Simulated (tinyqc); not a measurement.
Heat flow across a film from the phonon Boltzmann equation in the relaxation-time approximation: one step, computed by the program tinyqc.

Two black walls, hot at x = 0 and cold at x = L, emit phonons isotropically. For one free path Lambda, with tau = x/Lambda, tau_L = L/Lambda and phi = (T - T_cold)/Delta T, energy balance gives phi(tau) = (1/2) [E2(tau) + int_0^tau_L phi(s) E1(|tau - s|) ds]; E_n are the exponential integrals. The flux over the ballistic flux C v Delta T/4 is psi = 1 - 2 int_0^tau_L phi(s) E2(s) ds, and kappa_eff/kappa = (3/4) tau_L psi. kappa = C v Lambda/3 is an input, so at fixed kappa a longer free path means a smaller C v.

Task: The small linear system for Lambda_1. Cut the film into n equal cells with constant phi, collocated at the centres c_i: the kernel integrates to A_ij = |E2(|c_i - e_j|) - E2(|c_i - e_(j+1)|)|/2 for cell edges e_j, and A_ii = 1 - E2(half a cell); solve (1 - A) phi = E2(c)/2; psi = 1 - 2 sum_j phi_j [E3(e_j) - E3(e_(j+1))].

Inputs (values chosen for the exercise, modelled on silicon carbide): film thickness L = 2000 nm; free path Lambda_1 = 150 nm; cells n in the small system = 4.

Give: optical thickness tau_L; 1 - A; right-hand side E2(c)/2; flux weights E3(e_j) - E3(e_(j+1)).

Result:

optical thickness tau_L = 13.333

1 - A:
```
           1          2          3          4
1   0.058320  -0.028662  -0.000486  -0.000012
2  -0.028662   0.058320  -0.028662  -0.000486
3  -0.000486  -0.028662   0.058320  -0.028662
4  -0.000012  -0.000486  -0.028662   0.058320
```

right-hand side E2(c)/2: 0.029160  4.9823e-04  1.1823e-05  3.1674e-07

flux weights E3(e_j) - E3(e_(j+1)): 0.49398  0.0058807  1.3191e-04  3.4486e-06
